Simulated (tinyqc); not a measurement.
# Punch-through p+-n junction, ionisation integral and breakdown: effect of the drift thickness

A p+ layer at x < 0 and an n drift layer from x = 0 to L on an n+ substrate. Depletion approximation, built-in voltage neglected. Local ionisation coefficients alpha_n = an exp(-(bn/E)^mx), alpha_p = ap exp(-(bp/E)^mx). Electrons move towards +x, holes towards x = 0.

W = sqrt(2 eps0 eps_r V/(q N)), peak field E0 = q N W/(eps0 eps_r), falling linearly to 0 at W; if W > L the layer is punched through: W = L, E0 = V/L + q N L/(2 eps0 eps_r), falling linearly to E1 = V/L - q N L/(2 eps0 eps_r). G(x) = integral from 0 to x of (alpha_n - alpha_p); I_n = integral of alpha_n exp(-G) (electrons injected at x = 0), I_p = integral of alpha_p exp(G(end) - G) (holes injected at the far edge); M = 1/(1 - I). Integrals on a fine grid; BV is where I_n = 1. Specific on-resistance Ron = L/(q mu N) with constant mobility and full ionisation. The value eps0 eps_r mu E0^3/4 holds for a triangular field; a layer that punches through can exceed it.

Parameters, values chosen for the exercise; material values close to those of germanium:

| symbol | value | unit | meaning |
|---|---|---|---|
| eps_r | 16 |  | relative permittivity |
| an | 1.56e7 | 1/cm | prefactor of the electron ionisation coefficient |
| bn | 1.63e6 | V/cm | field constant for electrons |
| ap | 9.41e6 | 1/cm | prefactor of the hole ionisation coefficient |
| bp | 1.2e6 | V/cm | field constant for holes |
| mx | 1 |  | exponent |
| mu | 3650 | cm^2/(V s) | electron mobility of the drift layer |
| N | 5.1e16 | cm^-3 | donor density of the drift layer |

Constants: q = 1.602176634e-19 C, eps0 = 8.8541878128e-14 F/cm where lengths are in cm. Results are converted to the units shown.

Result of one run:

| BV (V) | E0 at BV (kV/cm) | W at BV (um) | Ron (mohm cm^2) | BV^2/Ron (MW/cm^2) | eps0 eps_r mu E0^3/4 (MW/cm^2) |
|---|---|---|---|---|---|
| 4.81 | 308 | 0.190 | 6.37e-4 | 36.4 | 37.8 |

Which thickness of the drift layer L gave this result: 0.19, 0.35, 0.47 or 0.63 um?

L = 0.19 um.

The whole series:

| L (um) | BV (V) | E0 at BV (kV/cm) | W at BV (um) | Ron (mohm cm^2) | BV^2/Ron (MW/cm^2) | eps0 eps_r mu E0^3/4 (MW/cm^2) |
|---|---|---|---|---|---|---|
| 0.08 | 2.46 | 331 | 0.0800 | 2.68e-4 | 22.6 | 46.7 |
| 0.11 | 3.15 | 318 | 0.110 | 3.69e-4 | 27.0 | 41.8 |
| 0.14 | 3.81 | 312 | 0.140 | 4.69e-4 | 30.9 | 39.4 |
| 0.19 | 4.81 | 308 | 0.190 | 6.37e-4 | 36.4 | 37.8 |
| 0.26 | 6.03 | 307 | 0.260 | 8.72e-4 | 41.7 | 37.4 |
| 0.35 | 7.20 | 307 | 0.350 | 0.00117 | 44.2 | 37.3 |
| 0.47 | 8.05 | 307 | 0.470 | 0.00158 | 41.1 | 37.3 |
| 0.63 | 8.16 | 307 | 0.532 | 0.00211 | 31.5 | 37.3 |
| 0.85 | 8.16 | 307 | 0.532 | 0.00285 | 23.4 | 37.3 |

BV rises from 2.46 to 8.16 V and saturates once L exceeds the free depleted width of 0.532 um, while Ron keeps rising as L. BV^2/Ron goes from 22.6 through a maximum of 44.2 (at L = 0.35 um among the rows listed) to 23.4 MW/cm^2. The best row has L = 0.66 of that width: the last part of the triangle adds little voltage but its full share of resistance. In every row the layer is under 0.5 um wide or BV under 16 V, so dead space, tunnelling and the built-in voltage, all left out, matter.

tinyqc, about 0.04 s, one thread, Intel Xeon 2.30GHz (shared host): `OMP_NUM_THREADS=1 python tinyqc.py 2120125 2120126 out.jsonl`
